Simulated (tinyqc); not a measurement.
# Germanium share from the critical thickness

Problem. Critical thickness (Matthews-Blakeslee, 60-degree dislocations): h = bv (1 - nu/4)[ln(h/bv) + 1]/(4 pi e_par (1 + nu)), nu = c12/(c11 + c12). e_par = b1 x. Find e_par and x.

Parameters, values chosen for the exercise:
- b1 = 0.0418 (lattice mismatch per unit x)
- c11 = 170 GPa (elastic constant)
- c12 = 65.1 GPa (elastic constant)
- bv = 0.384 nm (Burgers vector)

critical thickness = 37.108280 nm

Answer. For given h the relation is explicit in the strain.

e_par = 0.3344 %
x = 0.08000

Computed by the program tinyqc: `OMP_NUM_THREADS=1 python tinyqc.py 2530051 2530052 out.jsonl`, one thread of a shared Intel Xeon 2.30GHz, about 0.02 s for the whole run.
